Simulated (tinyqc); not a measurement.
Worked calculation: Pariser-Parr-Pople SCF with singles CI, for the molecule C=CC=CC=CC=C (SMILES; centres numbered as the heavy atoms are written). One step of it, computed by the program tinyqc.

Task: Singles CI, singlets. Over the 6 single excitations with the smallest orbital gaps: A = (e_a - e_i) delta + 2 (ia|jb) - (ij|ab), with (pq|rs) = sum c_mp c_mq gamma_mn c_nr c_ns. f = 2/3 w |mu|^2 in atomic units, mu = sqrt2 sum c_ia sum_m c_mi c_ma R_m.

orbital energies (eV): -12.984168  -11.996347  -10.418931  -8.398453  -2.791547  -0.771069  0.806347  1.794168

coefficients:
```
         MO1        MO2        MO3        MO4        MO5        MO6        MO7        MO8
1C  0.174051   0.326944   0.433038  -0.418680  -0.418680   0.433038  -0.326944  -0.174051
2C  0.300918   0.460150   0.404653  -0.184299   0.184299  -0.404653   0.460150   0.300918
3C  0.408242   0.390828  -0.051292   0.421855   0.421855  -0.051292  -0.390828  -0.408242
4C  0.460970   0.169186  -0.382234   0.335827  -0.335827   0.382234   0.169186   0.460970
5C  0.460970  -0.169186  -0.382234  -0.335827  -0.335827  -0.382234   0.169186  -0.460970
6C  0.408242  -0.390828  -0.051292  -0.421855   0.421855   0.051292  -0.390828   0.408242
7C  0.300918  -0.460150   0.404653   0.184299   0.184299   0.404653   0.460150  -0.300918
8C  0.174051  -0.326944   0.433038   0.418680  -0.418680  -0.433038  -0.326944   0.174051
```

repulsion gamma_rs (eV), lower triangle:
```
           1C         2C         3C         4C         5C         6C         7C         8C
1C  11.130000
2C   5.345504  11.130000
3C   3.872202   5.346849  11.130000
4C   2.880878   3.872231   5.344561  11.130000
5C   2.343816   2.881414   3.872202   5.345808  11.130000
6C   1.946733   2.343827   2.880878   3.872202   5.344561  11.130000
7C   1.680513   1.946998   2.343827   2.881414   3.872231   5.346849  11.130000
8C   1.467807   1.680513   1.946733   2.343816   2.880878   3.872202   5.345504  11.130000
```

Centres (angstrom, eV; a flat drawing with bonds scaled to 1.40 angstrom):
```
centre          x          y  core charge z          W   gamma_rr
1C      -4.252000  -0.231000              1  11.160000  11.130000
2C      -3.020000   0.434000              1  11.160000  11.130000
3C      -1.828000  -0.299000              1  11.160000  11.130000
4C      -0.596000   0.367000              1  11.160000  11.130000
5C       0.596000  -0.367000              1  11.160000  11.130000
6C       1.828000   0.299000              1  11.160000  11.130000
7C       3.020000  -0.434000              1  11.160000  11.130000
8C       4.252000   0.231000              1  11.160000  11.130000
```

Give: singlet CI matrix; singlet excitation energies; oscillator strengths.

Result:

singlet CI matrix (eV), lower triangle:
```
         4>5     4>6     3>5      4>7     2>5     3>6
4>5   3.5990
4>6   0.0000  5.1941
3>5   0.0000  0.4347  5.1941
4>7   0.0241  0.0000  0.0000   6.4788
2>5  -0.0241  0.0000  0.0000  -0.5410  6.4788
3>6  -0.1836  0.0000  0.0000  -0.0636  0.0636  7.2387
```

singlet excitation energies (eV): 3.5895  4.7594  5.6288  5.9378  6.9879  7.2801

oscillator strengths: 2.1434  0.0000  0.0000  0.0000  0.1141  0.2115
